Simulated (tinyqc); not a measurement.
Type-II superlattice in the two-band Kane model: sweeps and comparisons. A value that a table varies takes the place of the one given here.

Motion along the axis, period d = a + b, c = hbar^2/2m0. Conduction and light-hole bands couple: (E - Ec)(E - Ev) = Ep c k^2 in each layer, with mass m(E) = (E - Ev)/Ep, which may be negative. The conduction envelope psi and psi'/m(E) are continuous; a layer carries them by [[cos kt, (m/k) sin kt], [-(k/m) sin kt, cos kt]] (cosh and sinh for k^2 < 0), and cos(q d) = tr(M_B M_A)/2. C1 is the first miniband above EvB, with its bottom at tr/2 = +1 and its top at -1; the gap is the bottom of C1 less the top heavy-hole level HH1.

Heavy holes are uncoupled: with e = EvB - E, p = sqrt(mhB e/c), w = sqrt(mhA (EvB - EvA - e)/c), the top level HH1 at q = 0 solves (p/mhB) tan(p b/2) = (w/mhA) tanh(w a/2).

Constants: hbar^2/2m0 = 3.80998211 eV angstrom^2; hc = 1239.841984 eV nm.

Parameters, chosen for this exercise (near those of an InAs/GaSb superlattice; shifted at random, so the results belong to these values and not to a real crystal): b = 38 angstrom (layer B); EcA = 0 eV (conduction edge of A); EvA = -0.425 eV (valence edge of A); EcB = 0.956 eV (conduction edge of B); EvB = 0.152 eV (valence edge of B); EpA = 14.6 eV (coupling energy in A); EpB = 17.7 eV (coupling energy in B); mhA = 0.35 m0 (heavy hole in A); mhB = 0.29 m0 (heavy hole in B); As = (19, 28, 36, 46, 52, 63, 79) angstrom (widths of layer A); a = 48 angstrom (layer A).

## Width of layer A

Bottom of C1 (tr/2 = +1, above EvB), HH1, the gap and hc/gap; widths at which C1 no longer starts above EvB are left out.

Results:
```
a (angstrom)  C1 (eV)  HH1 (eV)  gap (meV)  cut-off (micrometre)
19             0.5104    0.0978      412.7                  3.00
28             0.3837    0.0972      286.6                  4.33
36             0.3059    0.0971      208.8                  5.94
46             0.2375    0.0971      140.4                  8.83
52             0.2067    0.0971      109.7                 11.30
63             0.1637    0.0971       66.6                 18.61
```

What does this show, and why?

From a = 19 to 63 angstrom C1 falls by 347 meV while HH1 moves by -0.7 meV, so layer A tunes the gap, from 413 to 67 meV. The cut-off shifts by 0.147 micrometre per angstrom at the thin end and 0.664 at the thick end: long wavelengths need tight control of the thickness.

## One band or two

Bottom of C1. One band: (k/mA) tan(k a/2) = (kappa/mB) tanh(kappa b/2) with the edge masses (Ec - Ev)/Ep and barrier EcB - EcA. Second row: mA replaced by m(E). The last column is measured against two bands.

Results:
```
model                  C1 (eV)  gap (meV)  error (meV)
one band, edge masses   0.2096      112.5        -17.0
m(E) in A only          0.1842       87.1        -42.4
two bands               0.2266      129.5          0.0
```

mA = 0.0291 m0
mB = 0.0454 m0

What can be read from the table?

With edge masses C1 errs by -17 meV, 13 % of the gap. The heavier m(E) in A changes it by -25 meV; the treatment of B changes it by +42 meV, since C1 lies 75 meV above the valence edge of B, where its mass is 0.0042 instead of 0.0454.

## What each parameter does

Bottom and width of C1, HH1 and the gap. Each row changes one parameter from the base and keeps the others.

Results:
```
case             C1 (eV)  width (meV)  HH1 (eV)  gap (meV)
base              0.2266         52.3    0.0971      129.5
a = 45 angstrom   0.2433         55.4    0.0971      146.2
b = 41 angstrom   0.2304         46.7    0.1033      127.2
EvB = 0.132 eV    0.2251         49.7    0.0775      147.6
EcB = 1.006 eV    0.2304         48.8    0.0971      133.3
EvA = -0.455 eV   0.2222         51.0    0.0965      125.8
EpA = 15.8 eV     0.2340         55.5    0.0971      136.9
mhB = 0.33 m0     0.2266         52.3    0.1012      125.4
```

What can be read from the table?

The largest shifts from the base row, up to three for each result and ties (the steps differ in size, so this ranks the rows, not the parameters). C1 (eV): a +0.0167, EpA +0.0075, EvA -0.0043; unchanged at the printed digits by mhB. width (meV): b -5.6, EcB -3.5, EpA +3.2; unchanged at the printed digits by mhB. HH1 (eV): EvB -0.0196, b +0.0062, mhB +0.0041; unchanged at the printed digits by a, EcB and EpA. gap (meV): EvB +18.1, a +16.7, EpA +7.5.

(tinyqc, `OMP_NUM_THREADS=1 python tinyqc.py 1250221 1250222 out.jsonl`, Intel(R) Xeon(R) Processor @ 2.30GHz, 1 thread, shared host, about 1 s.)
